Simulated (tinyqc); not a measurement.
## Saturation velocity and mobility from two gate lengths

Problem. Isat = Cox vsat Vg (x - 1)/(x + 1) per width, x = sqrt(1 + 2 mu Vg/(m vsat L)), with no series resistance and the same overdrive Vg and mu at both lengths. Find vsat and mu.

Values chosen for this exercise:

| symbol | value | unit | meaning |
|---|---|---|---|
| Cox | 1.17 | uF/cm^2 | gate capacitance |
| m | 1.06 |  | body factor |

Vg = 1.37 V
Isat at L = 2 and 16 um (uA/um): 41.631999  5.4062831

Solution. The ratio of the currents depends on c = 2 mu Vg/(m vsat) alone and falls steadily from L2/L1 to 1 as c grows, so it fixes c; either current then gives vsat.

vsat = 1.200e7 cm/s
mu = 83.98 cm^2/(V s)

Numbers from tinyqc (`OMP_NUM_THREADS=1 python tinyqc.py 2500120 2500121 out.jsonl`; about 0.01 s on one thread of a shared Intel Xeon 2.30GHz).
